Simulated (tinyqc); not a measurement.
Worked calculation: averaged masses of warped heavy- and light-hole bands. Values are carried at full precision from step to step, so a last printed digit may differ when a step is redone from the rounded ones.

Constants: Ry = 13.60569312 eV; a0 (Bohr radius) = 0.5291772105 angstrom; kB = 8.617333262e-05 eV/K; hbar^2/2m0 = 3.80998211 eV angstrom^2.

Values chosen for the exercise (near those of Ge; the results hold for these values, not for the real material):

| symbol | value | unit | meaning |
|---|---|---|---|
| g1 | 13.38 |  | Luttinger gamma1 |
| g2 | 4.25 |  | gamma2 |
| g3 | 5.68 |  | gamma3 |
| eps | 16.11 |  | dielectric constant |
| mso | 0.091 | m0 | split-off mass |
| Dso | 0.29 | eV | spin-orbit splitting |
| T | 300 | K | temperature |

## Other forms of the parameters

Dresselhaus-Kip-Kittel form E = c [A k^2 -/+ sqrt(B^2 k^4 + C^2 (kx^2 ky^2 + ky^2 kz^2 + kz^2 kx^2))] with A = g1, B = 2 g2, C^2 = 12 (g3^2 - g2^2). Spherical form: mu = (6 g3 + 4 g2)/(5 g1), delta = (g3 - g2)/g1, masses 1/(g1 (1 -/+ mu)). Effective rydberg R* = Ry/(g1 eps^2) and radius a* = a0 g1 eps.

A, B, |C|: 13.380  8.500  13.054

mu, delta: 0.7635  0.1069

spherical masses, heavy and light (m0): 0.3161  0.0424

R* = 3.92 meV
a* = 114.1 angstrom

delta/mu = 0.14 measures the warping against the spherical splitting.

## Masses along six directions

Four-band hole energies E = c k^2 f(u), c = hbar^2/2m0, f = g1 -/+ 2 sqrt(g2^2 + 3 (g3^2 - g2^2) s), s = ux^2 uy^2 + uy^2 uz^2 + uz^2 ux^2 for the unit vector u; minus for heavy, plus for light holes; the mass along u is 1/f.

Give s and both masses.

Masses (m0):

| direction | s | heavy | light |
|---|---|---|---|
| [100] | 0.00000 | 0.2049 | 0.0457 |
| [110] | 0.25000 | 0.3755 | 0.0415 |
| [111] | 0.33333 | 0.4950 | 0.0404 |
| [310] | 0.09000 | 0.2487 | 0.0440 |
| [211] | 0.25000 | 0.3755 | 0.0415 |
| [321] | 0.25000 | 0.3755 | 0.0415 |

The heavy mass grows by a factor of 2.42 from [100] to [111] while the light one shrinks by 12 %; 1/m_heavy + 1/m_light = 2 g1 in every direction.

## Density-of-states masses from three directions

m_d^(3/2) is the angular mean of m(u)^(3/2). The rule mean = (10 F[100] + 16 F[110] + 9 F[111])/35 is exact for cubic harmonics up to sixth order. Total m_d = (m_h^(3/2) + m_l^(3/2))^(2/3).

m^(3/2):

| direction | heavy | light |
|---|---|---|
| [100] | 0.09276 | 0.00977 |
| [110] | 0.23009 | 0.00845 |
| [111] | 0.34832 | 0.00813 |

m_d heavy, light (m0): 0.3658  0.0424

total = 0.3754 m0
share of light holes = 3.8 %

## Averages on a grid

Grid: n x n midpoints in cos(theta) from 0 to 1 and phi from 0 to pi/2, equal weights. m_d = <f^(-3/2)>^(2/3). Conductivity mass for one scattering time: 1/m_c = <|w|^2 f^(-5/2)>/<f^(-3/2)> with w = grad_k(k^2 f)/(2 k), that is |w|^2 = f^2 + |angular gradient of f|^2/4.

Use n = 40.

m_d heavy, light (m0): 0.3449  0.0423

m_c heavy, light (m0): 0.2760  0.0421

The three-direction rule differs from the grid by +6.07 % for heavy holes. Warping makes m_c of the heavy holes 20 % smaller than m_d; on a sphere the two are equal.

## Effective density of states

Nv = 2 (kT/(4 pi c))^(3/2) [m_h^(3/2) + m_l^(3/2) + mso^(3/2) exp(-Dso/kT)], c = hbar^2/2m0, parabolic bands, m_h and m_l the density-of-states masses from the grid; 1 angstrom^-3 = 1e24 cm^-3.

prefactor = 2.5094e+19 cm^-3

the three terms: 0.20255  0.00870  0.00000

Nv = 5.301e+18 cm^-3

shares (%): 95.9  4.1  0.0

kT/Dso = 0.09, small enough for the four-band form.

## Checks

- m_d and m_c of heavy holes for g2 = g3 against 1/(g1 - 2 g3): they agree to 1e-10 or better.
- m_d of heavy holes on grids of 40 and 160: both 0.3449.

Program tinyqc; command `OMP_NUM_THREADS=1 python tinyqc.py 1080278 1080279 out.jsonl`; about 0.01 s on one thread of a shared Intel(R) Xeon(R) Processor @ 2.30GHz.
